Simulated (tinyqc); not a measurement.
## Gain factor and gap resistance from two string resistances

Question. At small bit-line voltage each of the 48 cells has the resistance 1/(K x) at overdrive x (no mobility reduction) in series with a gap resistance Rg. Find K, Rg and the share of the gaps at the higher overdrive.

resistance of a string of 48 equal cells at overdrives of 3.6 and 8.5 V (kohm): 2425.6821  1243.1783

Solution. The resistance per cell is a straight line in 1/x with slope 1/K and intercept Rg.

K = 6.500 uA/V^2
Rg = 7.800 kohm
share of the gaps = 30.12 %

tinyqc, about 0.6 s, one thread, Intel Xeon 2.30GHz (shared host): `OMP_NUM_THREADS=1 python tinyqc.py 2142176 2142177 out.jsonl`
